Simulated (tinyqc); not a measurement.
Minority-electron transport through the base of a bipolar transistor (Moll-Ross and Kroemer integrals): one step, computed by the program tinyqc.

Low injection, one dimension, x from the emitter edge (0) to the collector edge (W), s = x/W. Recombination is treated as a small correction (valid for tau_B well below tau_n), computed from the stored charge.

Task: Profile and built-in field. N(x) = N_0 (ratio)^(-s^2); n_i(x)^2 = n_i^2 exp(s dE_g/k_B T); D(x) = (k_B T/e) mu, mu = mu_min + (mu_max - mu_min)/(1 + (N/N_ref)^0.7). Field that drives electrons towards the collector, averaged over the base: (k_B T/e) ln[N_0 n_i(W)^2/(N(W) n_i^2)]/W.

Inputs (values chosen for the exercise, modelled on GaAs):
```
quantity                               value        unit
base doping at the emitter edge N_0  2.4e+19      1/cm^3
base width W                              27          nm
mu_min                                   720  cm^2/(V s)
mu_max                                  6650  cm^2/(V s)
N_ref                                8.1e+16      1/cm^3
temperature T                            300           K
doping ratio N_0/N(W)                     19           -
gap narrowing across the base dE_g        21         meV
```

Base doping profile: Gaussian. Gap grading: linear. Exit of the base: infinite sink.

Constants: k_B = 8.617333262e-05 eV/K.

Give: Across the base; drift factor eta (potential drop in k_B T/e); mean built-in field.

Result:

Across the base:
```
s    N (1/cm^3)  n_i(x)^2/n_i^2  D (cm^2/s)  y (s/cm^5)
0.0   2.400e+19           1.000       21.41   1.121e+18
0.2   2.133e+19           1.176       21.65   8.376e+17
0.4   1.498e+19           1.384       22.48   4.816e+17
0.6   8.315e+18           1.628       24.38   2.095e+17
0.8   3.646e+18           1.915       28.59   6.658e+16
1.0   1.263e+18           2.253       38.17   1.469e+16
```

drift factor eta (potential drop in k_B T/e) = 3.757

mean built-in field = 35.97 kV/cm
